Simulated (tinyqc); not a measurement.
What each parameter does: averaged masses of warped heavy- and light-hole bands.

Four-band hole energies E = c k^2 f(u), c = hbar^2/2m0, f = g1 -/+ 2 sqrt(g2^2 + 3 (g3^2 - g2^2) s), s = ux^2 uy^2 + uy^2 uz^2 + uz^2 ux^2 for the unit vector u; minus for heavy, plus for light holes; the mass along u is 1/f.

Grid: n x n midpoints in cos(theta) from 0 to 1 and phi from 0 to pi/2, equal weights. m_d = <f^(-3/2)>^(2/3). Conductivity mass for one scattering time: 1/m_c = <|w|^2 f^(-5/2)>/<f^(-3/2)> with w = grad_k(k^2 f)/(2 k), that is |w|^2 = f^2 + |angular gradient of f|^2/4.

Inputs chosen for the exercise (out of a larger set: near those of InP; not measured data): g1 = 5.05 (Luttinger gamma1); g2 = 1.6 (gamma2); g3 = 2.11 (gamma3).

n = 40.

Results for these values:

| case | m_d heavy (m0) | m_c heavy (m0) | m_d light (m0) | m_c light (m0) |
|---|---|---|---|---|
| base | 0.8692 | 0.7205 | 0.1127 | 0.1122 |

What happens to each result for g3 = 2.047, all else kept?

Answer: m_d heavy falls from 0.8692 to 0.8011; m_c heavy falls from 0.7205 to 0.7025; m_d light rises from 0.1127 to 0.1137; m_c light rises from 0.1122 to 0.1133.

The same for each parameter in turn:

| case | m_d heavy (m0) | m_c heavy (m0) | m_d light (m0) | m_c light (m0) |
|---|---|---|---|---|
| base | 0.8692 | 0.7205 | 0.1127 | 0.1122 |
| g1 = 4.898 | 1.0101 | 0.7949 | 0.1146 | 0.1141 |
| g2 = 1.552 | 0.8517 | 0.6910 | 0.1131 | 0.1125 |
| g3 = 2.047 | 0.8011 | 0.7025 | 0.1137 | 0.1133 |

Run: tinyqc, `OMP_NUM_THREADS=1 python tinyqc.py 1080392 1080393 out.jsonl`; Intel(R) Xeon(R) Processor @ 2.30GHz, one thread, shared host; about 0.02 s of CPU time with all checks.
